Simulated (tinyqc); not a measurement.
Worked calculation: mobility of a non-polar semiconductor in the relaxation-time approximation. Computed by tinyqc, a small Python program that keeps every step. Command: `OMP_NUM_THREADS=1 python tinyqc.py 3006514 3006515 out.jsonl rta walk`. One thread of a shared host (Intel(R) Xeon(R) Processor @ 2.30GHz), about 0.01 s of CPU time with the checks. Intermediate numbers are printed to about 6 digits and carried at full precision; extremes and crossings named in words are read from the listed rows.

Each valley is treated as a sphere of mass m_d for states and rates, with one isotropic relaxation time; the conductivity mass m_c sets the current.

Inputs (values chosen for the exercise, modelled on electrons in silicon):
```
quantity                                            value       unit
longitudinal mass m_l                               0.899        m_0
transverse mass m_t                                 0.195        m_0
equivalent valleys Z                                    6          -
static permittivity eps_s                            11.7          -
density rho                                          2329     kg/m^3
sound velocity v_l                                   9040        m/s
acoustic deformation potential D_A                    9.5         eV
phonon energy hbar w                                 62.7        meV
optical or intervalley deformation potential D_o      5.1  1e8 eV/cm
final valleys Z_f                                       5          -
carrier density n                                 6.5e+17     1/cm^3
compensation ratio C                                    0          -
temperature T                                         350          K
alloy fraction x                                     0.41          -
alloy potential U                                    0.76         eV
lattice constant a                                   5.65   angstrom
```

Band: parabolic. Impurity formula: Conwell-Weisskopf. Further scattering: alloy.

Constants: k_B = 8.617333262e-05 eV/K; m_0 = 9.1093837015e-31 kg; e = 1.602176634e-19 C; hbar = 1.054571817e-34 J s; eps_0 = 8.8541878128e-12 F/m; k_B = 1.380649e-23 J/K; hbar = 6.582119569e-16 eV s.

## Masses

m_d = (m_l m_t^2)^(1/3); 1/m_c = (1/m_l + 2/m_t)/3; Hall mass factor A = 3 K_m (K_m + 2)/(2 K_m + 1)^2, K_m = m_l/m_t; N_I = n (1 + C)/(1 - C).

density-of-states mass m_d = 0.324546 m_0

conductivity mass m_c = 0.263881 m_0

Hall mass factor A = 0.875224

ionised impurity density N_I = 6.50e+17 1/cm^3

## Fermi level and screening

Parabolic band: E = hbar^2 k^2/(2 m), speed v = hbar k/m, states per spin, volume and energy g(E) = m k/(2 pi^2 hbar^2). Here m = m_d. Masses are multiplied by m_0 and all formulas are in SI units. The reduced Fermi level eta = E_F/(k_B T) solves n = 2 Z int g f dE with f = 1/(1 + exp(x - eta)) (Z = 1 unless valleys are given); screening length L_s = sqrt(eps_s eps_0 k_B T/(e^2 dn/deta)), dn/deta = 2 Z int g f (1 - f) dE. Integrals over x = E/(k_B T) use 160 Gauss-Legendre points in u = sqrt(x) from 0 to sqrt(max(eta, 0) + 32).

reduced Fermi level eta = -3.98186

screening length L_s = 5.49532 nm

The gas is non-degenerate (eta < -2), and L_s is close to the Debye length.

## Rates at a few energies

Phonon occupation N_q = 1/(exp(hbar w/(k_B T)) - 1). Acoustic deformation potential (elastic, equipartition, absorption and emission together): 1/tau = 2 pi k_B T D_A^2 g(E)/(hbar rho v_l^2). Optical or intervalley deformation potential: 1/tau = (pi Z_f D_o^2/(rho w)) [N_q g(E + hbar w) + (N_q + 1) g(E - hbar w)], with g = 0 below the band edge. Each optical term is multiplied by (1 - f(E'))/(1 - f(E)), E' the final energy, for Pauli blocking. Singly charged impurities, momentum relaxation: 1/tau = N_I e^4 m (1 + 2 alpha E) Phi/(8 pi (eps_s eps_0)^2 hbar^3 k^3), with alpha = 0 for a parabolic band. Conwell-Weisskopf: Phi = ln(1 + y^2), y = 4 pi eps_s eps_0 E N_I^(-1/3)/e^2 (largest impact parameter N_I^(-1/3)/2). Alloy disorder: 1/tau = (2 pi/hbar) Omega x (1 - x) U^2 g(E), Omega = a^3/4 (other conventions for Omega rescale U).

Rates (1e12/s) at E = (max(eta, 0) + 0.5, 1, 2, 4) k_B T:
```
E (meV)  acoustic  optical  ionised impurity    alloy
15.080    1.69154  0.74811           9.55416   4.6509
30.161    2.39220  0.81427           6.75523   6.5774
60.321    3.38308  0.93369           3.80042   9.3018
120.643   4.78440  6.23756           1.86749  13.1548
```

## Mobility for each process alone

mu = (m_d/m_c) (2 Z e/(3 n k_B T)) int g v^2 tau f (1 - f) dE. Averages over x are split at the emission threshold x_0 = hbar w/(k_B T): 64 Gauss-Legendre points in sqrt(x) below it and 128 in sqrt(x - x_0) above it, up to x = max(eta, 0) + 32.

acoustic mobility = 2090.28 cm^2/(V s)

optical mobility = 4558.88 cm^2/(V s)

ionised impurity mobility = 2289.02 cm^2/(V s)

alloy mobility = 760.237 cm^2/(V s)

## All processes together

Rates are added at each energy before the average. With <y> = int g v^2 y f (1 - f) dE: Hall factor r_H = A (3 n k_B T/(2 Z m_d)) <tau^2/(1 + 2 alpha E)>/<tau>^2 (alpha = 0 for a parabolic band); Hall mobility r_H mu; |S| = (k_B/e) (<x tau>/<tau> - eta); resistivity 1/(n e mu).

drift mobility mu = 337.162 cm^2/(V s)

Hall factor r_H = 0.911705

Hall mobility = 307.392 cm^2/(V s)

Seebeck coefficient |S| = 533.062 microvolt/K

resistivity = 0.0284799 ohm cm

Taking r_H = 1 in a Hall measurement would give a density 1.10 times the true one.

## Matthiessen's rule against the full average

Matthiessen's rule adds 1/mu of the separate processes.

Separate mobilities:
```
process           mu (cm^2/(V s))  share of the sum of 1/mu (%)
acoustic                  2090.28                       19.5267
optical                   4558.88                        8.9531
ionised impurity          2289.02                       17.8313
alloy                      760.24                       53.6889
```

mobility by Matthiessen's rule = 408.163 cm^2/(V s)

excess of Matthiessen's rule over the full mu = 21.0585 %

The rule gives 408.2 against the full 337.2, 21.1 % too high; it can only overestimate, since each separate average is carried by the energies where that process is weak. The largest shares are alloy (54 %) and acoustic (20 %).

Checks made by the program: n against 2 Z (m k_B T/2 pi hbar^2)^(3/2) (2/sqrt(pi)) F_1/2(eta) by adaptive quadrature (relative difference below 1e-10); acoustic mobility against its closed form in Fermi integrals (relative difference below 1e-10); the sum rule (2 Z/(3 k_B T)) int g v^2 (1 + 2 alpha E) f (1 - f) dE = n/m_d (relative difference below 1e-10).
